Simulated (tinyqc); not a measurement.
Inside a calculation. Method: coherent transport through a tight-binding region between two chains. Computed by tinyqc, a small Python program that keeps every step. Settings: temperature = 77, mu = -0.42. Command: `OMP_NUM_THREADS=1 python tinyqc.py 23509 23510 out.jsonl` (the two numbers bound the seeds that draw the settings). One thread of a shared host (Intel(R) Xeon(R) Processor @ 2.60GHz), about 0.08 s of CPU time with the checks.

## Transmission at E = 0.99 eV

H of the central region (eV), lower triangle:
```
           1          2         3
1   0.000000
2  -1.320000   1.370000
3   0.000000  -1.320000  0.000000
```

Leads: semi-infinite chains with site energy 0:
```
parameter                           value
lead hopping t (eV)              1.900000
coupling to the left lead (eV)   1.010000
coupling to the right lead (eV)  0.850000
left contact site                       1
right contact site                      3
```

E = 0.990000 eV

Surface Green function g = (E - i sqrt(4 t^2 - E^2)) / (2 t^2); self-energy tc^2 g on each contact site; G = (E - H - Sigma)^(-1); Gamma = -2 Im Sigma; T = Gamma_L Gamma_R |G_LR|^2; local density of states -Im G_ii / pi.

g = 0.137119-0.508140i 1/eV

G (1/eV), lower triangle:
```
                     1                    2                   3
1   0.503729-0.241857i
2   0.338182-0.042046i  -0.234312-0.105722i
3  -0.406373+0.229753i   0.351940+0.011611i  0.507690-0.226410i
```

local density of states (1/eV): 0.076985  0.033652  0.072069

transmission = 0.165888

## Transmission across the band

The same steps on a grid of energies.

T(E):
```
E (eV)              T
-3.61000000  0.000157
-3.24900000  0.000850
-2.88800000  0.002895
-2.52700000  0.009561
-2.16600000  0.035807
-1.80500000  0.174344
-1.44400000  0.817231
-1.08300000  0.843641
-0.72200000  0.722260
-0.36100000  0.869520
0.00000000   0.941978
0.36100000   0.538985
0.72200000   0.257791
1.08300000   0.146316
1.44400000   0.102955
1.80500000   0.091389
2.16600000   0.112074
2.52700000   0.275479
2.88800000   0.464457
3.24900000   0.021672
3.61000000   0.001810
```

levels of the isolated region (eV): -1.303473  0.000000  2.673473

## Current

I = (2e/h) int T(E) [f(E - mu - V/2) - f(E - mu + V/2)] dE at 77 K with mu = -0.42 eV, the bias not changing H; 2e^2/h = 77.48092 microsiemens; the integral runs over the band on 4001 points.

Current:
```
V (volt)  I (microampere)
0.010000         0.645922
0.050000         3.229928
0.100000         6.461814
0.200000        12.938644
0.400000        25.977371
0.800000        52.214108
```
